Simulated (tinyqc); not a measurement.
## Capacitances against the space between lines

Endless row of lines of width wl, height tl and space sl between grounded planes at distance hd; e2 fills the gaps beside the lines, e1 the rest. Laplace's equation is solved on meshes of 3, 6 and 12 steps per unit u and extrapolated (Aitken), which is good to about 0.2 %. C_even (all lines at 1 V) is the capacitance Cg to the planes; C_odd (neighbours in antiphase) = Cg + 4 Cc if only nearest neighbours couple, which defines Cc; total with quiet neighbours Cg + 2 Cc. Plate values 2 eps0 e1 wl/hd and eps0 e2 tl/sl.

Parameters, values chosen for the exercise:

| symbol | value | unit | meaning |
|---|---|---|---|
| e1 | 3 |  | relative permittivity above and below the lines |
| e2 | 1 |  | relative permittivity between the lines |
| wl | 4 | u | line width, in units u |
| tl | 6 | u | line height |
| hd | 6 | u | distance to each plane |

Constants: eps0 = 8.8541878128e-12 F/m. Results are converted to the units shown.

The same in every row: plate Cg (aF/um) = 35.4.

Results:

| sl (u) | Cg (aF/um) | Cc (aF/um) | Cg + 2 Cc (aF/um) | C_odd (aF/um) | plate Cc (aF/um) | share of coupling, 2 Cc/(Cg + 2 Cc) (%) |
|---|---|---|---|---|---|---|
| 2 | 51.6 | 48.4 | 148 | 245 | 26.6 | 65.3 |
| 6 | 74.9 | 14.9 | 105 | 135 | 8.85 | 28.5 |
| 8 | 82.5 | 9.35 | 101 | 120 | 6.64 | 18.5 |
| 12 | 91.6 | 3.83 | 99.3 | 107 | 4.43 | 7.71 |
| 16 | 95.8 | 1.58 | 98.9 | 102 | 3.32 | 3.20 |
| 24 | 98.3 | 0.273 | 98.9 | 99.4 | 2.21 | 0.553 |

Estimate the missing row, sl = 4 u.

Computed row:

| sl (u) | Cg (aF/um) | Cc (aF/um) | Cg + 2 Cc (aF/um) | C_odd (aF/um) | plate Cc (aF/um) | share of coupling, 2 Cc/(Cg + 2 Cc) (%) |
|---|---|---|---|---|---|---|
| 4 | 64.7 | 24.8 | 114 | 164 | 13.3 | 43.4 |

With this row back in the table: As sl goes from 2 to 24, Cg rises from 51.6 to 98.3 aF/um, Cc falls from 48.4 to 0.273 aF/um and the share of coupling falls from 65.3 to 0.553 %. Cg is 1.46 times its plate value in the first row and 2.78 times in the last; for Cc the ratios are 1.82 and 0.123. Neighbours in antiphase raise the load by a factor of 1.65 and 1.01 over quiet ones. For sl = 2 the planes are farther than 0.8 of the pitch, so second neighbours couple too and Cg + 2 Cc understates the quiet load by a per cent or more.

tinyqc, about 0.8 s, one thread, Intel Xeon 2.30GHz (shared host): `OMP_NUM_THREADS=1 python tinyqc.py 2790212 2790213 out.jsonl`
